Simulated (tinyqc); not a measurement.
Changing the drain voltage V_D: ballistic transport through the one-dimensional subbands of a rectangular nanowire or nanosheet channel. Computed by tinyqc, a small Python program. Command: `OMP_NUM_THREADS=1 python tinyqc.py 3019248 3019249 out.jsonl wire sweep`. One thread of a shared host (Intel(R) Xeon(R) Processor @ 2.30GHz), about 0.07 s of CPU time with the checks.

Hard walls, parabolic subbands, transport along x. Energies are counted from the bulk conduction band edge at the top of the barrier, which the gate pulls down by U; the source Fermi level lies at the bulk edge when U = 0.

Inputs (values chosen for the exercise, modelled on silicon):
```
quantity                          value  unit
light mass m_t                     0.18   m_0
heavy mass m_l                    0.911   m_0
height a                            3.6    nm
width b                             7.7    nm
equivalent oxide thickness t       0.88    nm
gate voltage above flat band V_G   0.82     V
temperature T                       300     K
```

Valleys: silicon [100] wire.

Constants: hbar^2/(2 m_0) = 3.80998212 eV angstrom^2; k_B = 8.617333262e-05 eV/K; m_0 = 9.1093837015e-31 kg; k_B = 1.380649e-23 J/K; hbar = 1.054571817e-34 J s; eps_0 = 8.8541878128e-12 F/m; e = 1.602176634e-19 C; h = 6.62607015e-34 J s.

Method:
- E_pq = (hbar^2 pi^2/2)(p^2/(m_y b^2) + q^2/(m_z a^2)); valley pairs: (m_x, m_y, m_z) = (m_t, m_t, m_l), (m_t, m_l, m_t), (m_l, m_t, m_t), each with degeneracy g = 2; the 10 lowest subbands are kept.
- F_j(eta) = (1/Gamma(j + 1)) int_0^infinity x^j/(1 + exp(x - eta)) dx, F_0 = ln(1 + exp(eta)). Integrals over x = E/(k_B T) use 160 Gauss-Legendre points in u = sqrt(x) from 0 to sqrt(max(eta, 0) + 32).
- With degeneracy g = 2, eta_i = (U - E_i)/(k_B T) and u = e V_D/(k_B T): line density n = sum_i g sqrt(2 m_x k_B T/pi)/(2 hbar) [F_-1/2(eta_i) + F_-1/2(eta_i - u)]; gate: e n = C_ox (V_G - U/e), C_ox = 3.9 eps_0 2 (a + b)/t (flat-plate estimate); I = (2 e k_B T/h) sum_i g [F_0(eta_i) - F_0(eta_i - u)].

One run for each value; columns: (1) drain voltage V_D (V); (2) ballistic current I (microampere); (3) U (meV); (4) line density n (1/nm); (5) mean velocity I/(e n) (1e7 cm/s):
```
(1)       (2)    (3)    (4)    (5)
0.0050   3.79  202.6  3.418  0.069
0.0094   7.10  204.5  3.407  0.130
0.0180  13.50  208.2  3.386  0.249
0.0340  25.07  214.8  3.350  0.467
0.0630  44.31  225.3  3.292  0.840
0.1200  72.38  239.7  3.212  1.407
0.2200  93.96  250.4  3.153  1.860
0.4200  96.35  251.7  3.145  1.912
0.8000  96.36  251.7  3.145  1.912
```

What does the table show, and why?

Over the rows, ballistic current I (microampere) rises from 3.79 to 96.4; U (meV) rises from 203 to 252; line density n (1/nm) falls from 3.42 to 3.15. At the low end the exponent of ballistic current I is 1.00, close to 1: the linear region, I = G V_D. At the high end the exponent of ballistic current I is 0.00, close to 0: drain injection is shut off. As drain injection dies, the gate restores the charge by pulling the barrier down (U rises), which adds to the current before it saturates.

Caution (rows 0.0630, 0.120, 0.220, 0.420, 0.800): the tenth subband is still occupied, so the truncation to ten understates charge and current.

Extremes, crossings and ranges named in words are read from the listed rows.
